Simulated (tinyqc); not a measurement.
# Metal-interlayer-semiconductor contact, depinning against tunnelling resistance: contact resistivity against the donor density

Zero bias, n-type semiconductor. Gap states at the semiconductor surface thin out as exp(-be ti), which unpins the barrier; electrons must then cross the interlayer (a rectangular barrier, no voltage drop across it) and the parabolic depleted layer, both by WKB. Energies E are counted from the Fermi level; no image force, parabolic bands.

S = 1/(1 + (1/S0 - 1) exp(-be ti)); phiB = S (phiM - chi) + (1 - S)(Eg - E0); xi = Ec - EF deep inside, from Nd = Nc F(-xi/Vt), F(x) = (2/sqrt(pi)) int_0^infinity sqrt(u) du/(1 + exp(u - x)); band bending U = phiB - xi; E00 = (hbar/2) sqrt(Nd/(eps0 eps_r mt m0)) in volts; A = 4 pi q mA m0 kB^2/h^3. With U = phiB - xi: for xi < E < phiB, y = (E - xi)/U and G1 = (U/E00) [sqrt(1 - y) - y ln((1 + sqrt(1 - y))/sqrt(y))], G1 = 0 above phiB; G2 = 2 ti sqrt(mi max(phiB + dE - E, 0)/C), C = hbar^2/(2 m0); f = 1/(1 + exp(E/Vt)); 1/rho_c = (A T^2/Vt^2) times the integral of exp(-G1 - G2) f over E from xi upwards. Shares under 0.001 % are printed as 0; rows without band bending are left out.

Values chosen for this exercise; semiconductor values close to those of silicon; interlayer mass of the order of that in silicon nitride, offset chosen freely:
- T = 300 K (temperature)
- Eg = 1.11 eV (band gap)
- eps_r = 12 (relative permittivity)
- chi = 3.9 eV (electron affinity)
- Nc = 2.8e19 cm^-3 (conduction-band density of states at T)
- mt = 0.184 m0 (tunnelling mass in the semiconductor)
- mA = 2.11 m0 (Richardson mass)
- E0 = 0.37 eV (charge-neutrality level above the valence band)
- S0 = 0.26 (pinning factor without interlayer)
- phiM = 4.25 eV (metal work function)
- ti = 0.8 nm (interlayer thickness)
- dE = 2.14 eV (conduction-band offset of the interlayer above the semiconductor)
- mi = 0.46 m0 (tunnelling mass in the interlayer)
- be = 2.4 1/nm (decay constant of gap states through the interlayer)

Constants: q = 1.602176634e-19 C, kB = 1.380649e-23 J/K, eps0 = 8.8541878128e-12 F/m, hbar = 1.054571817e-34 J s, h = 6.62607015e-34 J s, m0 = 9.1093837015e-31 kg, Vt = kB T/q, hbar^2/(2 m0) = 0.0380998212 eV nm^2. Results are converted to the units shown.

The same in every row: S = 0.706; phiB (eV) = 0.465.

Result of one run:
```
E00/Vt  rho_c (ohm cm^2)  rho_c with G2 = 0 (ohm cm^2)  peak of the integrand (eV)  share above phiB (%)
0.466               20.3                       0.00519                       0.399                  8.60
```

Which donor density Nd gave this result: 9.3e17, 2.1e18, 5.3e19, 1.2e20 or 6e20 cm^-3?

Nd = 9.3e17 cm^-3.

The whole series:
```
Nd (cm^-3)  E00/Vt  rho_c (ohm cm^2)  rho_c with G2 = 0 (ohm cm^2)  peak of the integrand (eV)  share above phiB (%)
9.3e17       0.466              20.3                       0.00519                       0.399                  8.60
2.1e18       0.700              5.60                       0.00127                       0.329                  2.37
4.7e18        1.05             0.786                       1.50e-4                       0.221                 0.333
1.1e19        1.60            0.0511                       8.18e-6                       0.101                0.0217
2.4e19        2.37           0.00388                       5.60e-7                      0.0403               0.00165
5.3e19        3.52           3.98e-4                       5.35e-8                     0.00896                     0
1.2e20        5.29           6.02e-5                       7.64e-9                     -0.0132                     0
2.7e20        7.94           1.41e-5                       1.68e-9                     -0.0306                     0
6e20          11.8           4.71e-6                      5.21e-10                     -0.0447                     0
```

As Nd goes from 9.3e17 to 6e20, phiB stays at 0.465 eV and rho_c falls from 20.3 to 4.71e-6 ohm cm^2. rho_c goes as Nd^(-1.58) between the first two rows and Nd^(-1.37) between the last two, while E00/Vt goes from 0.466 to 11.8 and the share above the barrier from 8.60 to 0 %. The ratio of rho_c to its value with G2 = 0 runs from 3910 to 9050.

Program tinyqc, `OMP_NUM_THREADS=1 python tinyqc.py 2270072 2270073 out.jsonl`; Intel Xeon 2.30GHz, shared host, one thread, about 0.03 s.
